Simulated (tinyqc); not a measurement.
Inductance and parasitic capacitance from two readings.

Inverse problem. A loss-free coil L in parallel with C shows the apparent inductance L/(1 - w^2 L C), w = 2 pi f. Find L, C and the self-resonance 1/(2 pi sqrt(L C)).

apparent inductance at 5.8 and 9.1 GHz (nH): [4.1530811, 7.3549540]

Solution. The inverse of the reading is 1/L - w^2 C, a straight line in w^2.

L = 3.20 nH
C = 54.0 fF
self-resonance = 12.1 GHz

tinyqc, about 0.01 s, one thread, Intel Xeon 2.30GHz (shared host): `OMP_NUM_THREADS=1 python tinyqc.py 2302053 2302054 out.jsonl`
